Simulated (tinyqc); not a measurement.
# Square on-chip spiral inductor, lumped pi model: effect of the substrate resistivity

Outer diameter do = di + 2 n wd + 2 (n - 1) sp, mean da = (do + di)/2, fill p = (do - di)/(do + di), length l = 4 n da. L = 2.34 mu0 n^2 da/(1 + 2.75 p), mu0 = 4 pi 1e-7 H/m. Rs = rho l/(wd delta (1 - exp(-th/delta))), delta = sqrt(rho/(pi f mu0)). Cs = n wd^2 eps0 eo/hu across the coil. At each end Cox = l wd eps0 eo/(2 ho) leads to the substrate branch Rsi = 2 rs he/(l wd) in parallel with Csi = l wd eps0 11.7/(2 he). With one end grounded Y = 1/(Rs + i w L) + i w Cs + 1/[1/(i w Cox) + 1/(1/Rsi + i w Csi)], w = 2 pi f; Q = -Im Y/Re Y. Eddy currents in neighbouring turns and in the substrate are left out.

Peak Q and its frequency from a search over f; self-resonance where Im Y = 0; Q at the given f (negative beyond resonance).

Inputs (values chosen for the exercise); values of the order met in silicon radio-frequency processes:

| symbol | value | unit | meaning |
|---|---|---|---|
| n | 2.5 |  | number of turns |
| wd | 4 | um | line width |
| sp | 1.5 | um | space between turns |
| di | 60 | um | inner diameter |
| th | 4 | um | metal thickness |
| rho | 3 | uohm cm | metal resistivity |
| ho | 7.6 | um | oxide below the coil |
| hu | 1 | um | oxide between coil and underpass |
| eo | 3.9 |  | relative permittivity of the oxide |
| he | 50 | um | effective spreading depth in the substrate |
| f | 4.6 | GHz | frequency |

Constants: eps0 = 8.8541878128e-12 F/m. Results are converted to the units shown.

The same in every row: L (nH) = 0.9056; do (um) = 84.50.

Results:
```
rs (ohm cm)  peak Q  f of the peak (GHz)  self-resonance (GHz)  Q at f
0.1           11.15                22.38                 59.52   5.894
1             9.402                15.48                 77.07   5.884
3             8.840                14.92                 88.31   5.865
10            10.45                24.98                 89.98   5.844
30            12.60                33.15                 90.13   5.876
1000          14.61                40.04                 90.15   5.915
10000         14.69                40.29                 90.15   5.916
```

Estimate the missing row, rs = 100 ohm cm.

Computed row:
```
rs (ohm cm)  peak Q  f of the peak (GHz)  self-resonance (GHz)  Q at f
100           13.93                37.77                 90.14   5.903
```

With this row back in the table: As rs goes from 0.1 to 10000, L stays at 0.906 nH, the peak Q goes from 11.2 through a minimum of 8.84 (at rs = 3 among the rows listed) to 14.7, its frequency goes from 22.4 through a minimum of 14.9 (at rs = 3 among the rows listed) to 40.3 GHz and the self-resonance rises from 59.5 to 90.1 GHz. In this model both a very low and a very high resistivity dissipate little: the first shorts the branch to a pure Cox, the second blocks the current. For rs = 0.1, 1 eddy currents in the substrate, left out, would lower Q markedly.

tinyqc, about 0.01 s, one thread, Intel Xeon 2.30GHz (shared host): `OMP_NUM_THREADS=1 python tinyqc.py 2302214 2302215 out.jsonl`
